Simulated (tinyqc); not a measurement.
Rutherford backscattering from a thin compound film on silicon: kinematics, yields, composition and thickness: one step, computed by the program tinyqc.

Singly charged helium ions (Z1 = 2, M1 = 4.0026 u) enter at the tilt angle a1 to the normal and leave at a2 = |180 - theta - tilt| in the same plane. The film is A B_x.

Question. Peak widths (surface approximation). Stopping per atom eps(E) = eps(2 MeV) (E/2 MeV)^(-0.4) (a law chosen for the exercise); Bragg rule eps_film = (eps_A + x eps_B)/(1 + x); areal density N d, with 1/nm^2 = 0.1 x 1e15/cm^2. Width of the signal of element i: [K_i eps(E0)/cos a1 + eps(K_i E0)/cos a2] N d; depth resolution = resolution x d/width of A; energy lost on the way in = eps(E0) N d/cos a1.

Inputs (values chosen for the exercise, modelled on a helium beam on SiGe):
```
quantity,value,unit
beam energy E0,2.3,MeV
scattering angle theta,170,degrees
tilt of the sample,0,degrees
heavy element: stopping eps_A at 2 MeV,75.7,1e-15 eV cm^2
light element: mass M_B,28.09,u
light element: stopping eps_B at 2 MeV,47.1,1e-15 eV cm^2
"atoms of B per atom of A, x",2.85,-
atomic density of the film,47.3,1/nm^3
film thickness d,7.3,nm
detector resolution (FWHM),17,keV
```

kinematic factors: A 0.8032594, B 0.5657840, Si 0.5657840

Give: areal density N d; film stopping at E0; widths; depth resolution; energy lost on the way in.

Answer.

areal density N d = 34.529 1e15 atoms/cm^2

film stopping at E0 = 51.564 1e-15 eV cm^2

widths (keV): A 3.4037, B 3.2778

depth resolution = 36.461 nm

energy lost on the way in = 1.7804 keV

The film is thinner than the depth resolution, so only peak areas measure the thickness. Caution: the silicon signal of the film merges with that of the substrate, so only the width of A can be read directly.
